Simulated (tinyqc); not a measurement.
Deep trap from a strong local potential in a two-band host (Koster-Slater model with semi-elliptic bands). Changing the valence weight f_v of the site orbital. Computed by tinyqc, a small Python program. Command: `OMP_NUM_THREADS=1 python tinyqc.py 3021558 3021559 out.jsonl deeptrap sweep`. One thread of a shared host (Intel(R) Xeon(R) Processor @ 2.30GHz), about 0.03 s of CPU time with the checks.

The valence band spans -2 W_v to 0 and the conduction band E_g to E_g + 2 W_c. The orbital at the impurity site has weight f_v in the valence band and 1 - f_v in the conduction band, each spread as a semi-ellipse (2/(pi W^2)) sqrt(W^2 - x^2) about the band centre. The impurity adds U to this orbital. Spin is left out.

Inputs (values chosen for the exercise, for a model semiconductor):
```
quantity                               value  unit
gap E_g                                 1.32    eV
half-width of the valence band W_v       2.5    eV
half-width of the conduction band W_c    2.7    eV
impurity potential U                    21.2    eV
```

Impurity: repulsive, acceptor-like.

Method:
- In the gap G(E) = f_v (2/W_v^2)[x - sqrt(x^2 - W_v^2)] - (1 - f_v)(2/W_c^2)[y - sqrt(y^2 - W_c^2)], x = E + W_v, y = E_g + W_c - E.
- G falls across the gap from G(0) to G(E_g). A repulsive U binds if U > 1/G(0), an attractive one if U < 1/G(E_g); the vacancy level (U infinite) solves G(E) = 0 (bisection).
- The trap level solves G(E) = 1/U (bisection). With D = -dG/dE = D_v + D_c, D_v = f_v (2/W_v^2)[x/sqrt(x^2 - W_v^2) - 1] and D_c = (1 - f_v)(2/W_c^2)[y/sqrt(y^2 - W_c^2) - 1], the weight on the impurity orbital is 1/(U^2 D) and the conduction-band character is D_c/D.

One run for each value; columns: (1) valence weight f_v of the site orbital; (2) vacancy level (eV); (3) trap level E_t (eV); (4) repulsive threshold (eV); (5) attractive threshold (eV):
```
(1)      (2)     (3)     (4)      (5)
0.33  0.1028  0.0120  13.788   -2.513
0.38  0.2557  0.0968   7.886   -2.890
0.43  0.4373  0.2330   5.522   -3.401
0.48  0.6316  0.4004   4.248   -4.131
0.52  0.7884  0.5485   3.586   -4.987
0.62  1.1455  0.9396   2.581  -10.348
0.67  1.2734  1.1237   2.264  -22.375
```

Give the missing row, valence weight f_v of the site orbital = 0.57.

Computed row; columns: (1) valence weight f_v of the site orbital; (2) vacancy level (eV); (3) trap level E_t (eV); (4) repulsive threshold (eV); (5) attractive threshold (eV):
```
(1)      (2)     (3)    (4)     (5)
0.57  0.9771  0.7433  3.002  -6.730
```

Interpolating between the two neighbouring rows (linearly) misses most in attractive threshold (eV), by 14 %. Over the rows, vacancy level (eV) rises from 0.103 to 1.27 (exponent d ln y / d ln x 6.5 between the first rows and 1.4 between the last); trap level E_t (eV) rises from 0.0120 to 1.12 (exponent d ln y / d ln x 15 between the first rows and 2.3 between the last); repulsive threshold (eV) falls from 13.8 to 2.26 (exponent d ln y / d ln x -4.0 between the first rows and -1.7 between the last). More valence weight in the site orbital pushes the zero of G, the vacancy level, up the gap. Left out: 0.280 (the potential is below the binding threshold). Left out: 0.720 (the vacancy level lies outside the gap).
